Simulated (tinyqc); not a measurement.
## Trap density from the barrier height

Question. In a partly depleted grain with all boundary traps filled, 2 N W = Qt and VB = q N W^2/(2 eps0 eps_r). Find Qt, W and the doping at which VB would equal Vt.

Inputs (values chosen for the exercise):
- T = 300 K (temperature)
- eps_r = 11.7 (relative permittivity)

Constants: q = 1.602176634e-19 C, kB = 1.380649e-23 J/K, Vt = kB T/q, eps0 = 8.8541878128e-14 F/cm where lengths are in cm. Results are converted to the units shown.

doping = 4.8e17 cm^-3
barrier height = 0.17761644 V

Answer. Eliminating W gives VB = q Qt^2/(8 eps0 eps_r N), which falls as 1/N.

Qt = 2.10e12 cm^-2
W = 21.9 nm
doping for VB = Vt = 3.30e18 cm^-3

Program tinyqc, `OMP_NUM_THREADS=1 python tinyqc.py 2830218 2830219 out.jsonl`; Intel Xeon 2.30GHz, shared host, one thread, about 0.01 s.
